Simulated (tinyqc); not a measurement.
Minority carriers and saturation current of a heavily doped emitter: one step of the calculation.

n-type, parabolic bands, full ionisation. eta = (EF - Ec)/kB T solves N = Nc F12(eta), F12(x) = (2/sqrt(pi)) int_0^infinity sqrt(u)/(1 + exp(u - x)) du. The gap shrinks rigidly by dEg = a3 y^(1/3) + a4 y^(1/4) + a2 y^(1/2), y = N/1e18 cm^-3, an empirical law that is here taken as the true narrowing.

Problem. Effective intrinsic density. ni = sqrt(Nc Nv) exp(-Eg/(2 Vt)), Eg in volts; degeneracy factor g = F12(eta) exp(-eta); nie^2 = ni^2 exp(dEg/kB T) g, p0 = nie^2/N; apparent narrowing dEg + kB T ln g.

Parameters, values chosen for the exercise; band and dielectric values close to those of germanium: temperature T = 300 K; band gap Eg = 0.652 eV; conduction-band density of states at 300 K Nc = 1.04e19 cm^-3; valence-band density of states at 300 K Nv = 6.05e18 cm^-3; ionised donor density N = 1.4e19 cm^-3; coefficient of (N/1e18)^(1/3) a3 = 10.1 meV; coefficient of (N/1e18)^(1/4) a4 = 2.1 meV; coefficient of (N/1e18)^(1/2) a2 = 2 meV.

Constants: q = 1.602176634e-19 C, kB = 1.380649e-23 J/K, Vt = kB T/q. Results are converted to the units shown.

converged eta = 0.76456645

Give: ni; dEg; g; apparent narrowing; nie; p0.

Solution.

ni = 2.647e13 cm^-3
dEg = 35.89 meV
g = 0.6267
apparent narrowing = 23.81 meV
nie = 4.196e13 cm^-3
p0 = 1.257e8 cm^-3

Narrowing multiplies p0 by 4.01 and degeneracy by 0.627.

Range of the model: Band tails, non-parabolic bands and incomplete ionisation are left out.

Computed by the program tinyqc: `OMP_NUM_THREADS=1 python tinyqc.py 2330156 2330157 out.jsonl`, one thread of a shared Intel Xeon 2.30GHz, about 0.01 s for the whole run.
